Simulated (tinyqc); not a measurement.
Enthalpies against pressure: pressure-driven transition between two phases with analytic equations of state. Computed by tinyqc, a small Python program. Command: `OMP_NUM_THREADS=1 python tinyqc.py 3013017 3013018 out.jsonl transition walk`. One thread of a shared host (Intel(R) Xeon(R) Processor @ 2.30GHz), about 0.04 s of CPU time with the checks.

Each phase obeys E = E0 + (9 V0 B0/16) [y^3 B' + y^2 (2 - 4 y)], y = (V0/V)^(2/3) - 1; P = (3 B0/2) (x^7 - x^5) [1 + (3/4)(B' - 4)(x^2 - 1)], x = (V0/V)^(1/3); E0 = 0 for phase 1 and Delta E0 for phase 2. H = E + P V.

Inputs (values chosen for the exercise, for two model phases):
```
quantity,value,unit
volume V0 of phase 1,18.4,angstrom^3/atom
B0 of phase 1,71.3,GPa
B' of phase 1,4.56,-
volume V0 of phase 2,17,angstrom^3/atom
B0 of phase 2,68.8,GPa
B' of phase 2,4.53,-
"energy of phase 2 above phase 1, Delta E0",0.029,eV/atom
```

Equation of state: Birch-Murnaghan.

Constants: 1 eV/angstrom^3 = 160.2176634 GPa.

Method. Start from P = Delta E0/(V0 of phase 1 - V0 of phase 2); at each P solve P(V) = P for both phases and step P(new) = P - (H_2 - H_1)/(V_2 - V_1); stop when |H_2 - H_1| < 1e-10 eV. At the zero-temperature transition the volume change is V_2/V_1 - 1 and the work is P (V_1 - V_2). For each P solve P(V) = P in both phases.

transition pressure = 3.36176 GPa

V_1 at the transition = 17.6297 angstrom^3

V_2 at the transition = 16.2649 angstrom^3

Both phases:
```
P (GPa),V_1 (angstrom^3),V_2 (angstrom^3),H_2 - H_1 (meV/atom),stable
0.00,18.400,17.000,29.000,phase 1
0.84,18.190,16.799,21.684,phase 1
1.70,17.988,16.606,14.243,phase 1
2.50,17.811,16.437,7.364,phase 1
3.10,17.684,16.316,2.232,phase 1
3.60,17.581,16.219,-2.028,phase 2
4.40,17.424,16.070,-8.811,phase 2
5.40,17.238,15.893,-17.236,phase 2
```

What does the comparison show, and why?

H_2 - H_1 changes with slope V_2 - V_1, from -1.400 to -1.345 angstrom^3 per atom over the table, and passes zero at 3.36 GPa. An error of 10 meV per atom in Delta E0 moves the transition by about 1.17 GPa.
